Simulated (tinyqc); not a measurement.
What grading buys: minority-electron transport through the base of a bipolar transistor (Moll-Ross and Kroemer integrals). Computed by tinyqc, a small Python program. Command: `OMP_NUM_THREADS=1 python tinyqc.py 3008435 3008436 out.jsonl base walk`. One thread of a shared host (Intel(R) Xeon(R) Processor @ 2.30GHz), about 0.01 s of CPU time with the checks.

Low injection, one dimension, x from the emitter edge (0) to the collector edge (W), s = x/W. Recombination is treated as a small correction (valid for tau_B well below tau_n), computed from the stored charge.

Inputs (values chosen for the exercise, modelled on SiGe): base doping at the emitter edge N_0 = 5.4e+18 1/cm^3; base width W = 440 nm; mu_min = 160 cm^2/(V s); mu_max = 1070 cm^2/(V s); N_ref = 8e+16 1/cm^3; saturation velocity v_s = 0.92 1e7 cm/s; temperature T = 300 K; doping ratio N_0/N(W) = 20.

Base doping profile: exponential. Gap grading: linear. Exit of the base: saturation velocity.

Constants: k_B = 8.617333262e-05 eV/K.

Method. N(x) = N_0 (ratio)^(-s); n_i(x)^2 = n_i^2 exp(s dE_g/k_B T); D(x) = (k_B T/e) mu, mu = mu_min + (mu_max - mu_min)/(1 + (N/N_ref)^0.7). With y(x) = N n_i^2/(D n_i(x)^2): base Gummel number G_B = int_0^W y dx + N(W) n_i^2/(v_s n_i(W)^2); J_C = e n_i^2 exp(e V_BE/k_B T)/G_B; n(x) = (J_C/e)(n_i(x)^2/(N n_i^2)) [int_x^W y dx + the same exit term]; transit time tau_B = (e/J_C) int n dx; trapezoid rule on 401 even points.

The same base with other gradings:
```
dE_g (meV)  dE_g/k_B T  G_B (s/cm^4)  J_C gain  tau_B (ps)  speed gain
0                0.000    1.2182e+13    1.0000      58.257      1.0000
25               0.967    9.7851e+12    1.2449      48.968      1.1897
50               1.934    8.1357e+12    1.4973      42.089      1.3841
75               2.901    6.9458e+12    1.7538      36.831      1.5817
100              3.868    6.0528e+12    2.0126      32.702      1.7814
150              5.802    4.8085e+12    2.5334      26.666      2.1847
200              7.736    3.9859e+12    3.0562      22.486      2.5908
300             11.605    2.9679e+12    4.1045      17.097      3.4073
```

What does the comparison show, and why?

At 100 meV J_C rises by a factor 2.01 and the transit is 1.78 times faster; at 300 meV the factors are 4.10 and 3.41. For a uniform base without exit term both tend to be linear in dE_g/k_B T, J_C as x/(1 - exp(-x)) and the speed as x/2.
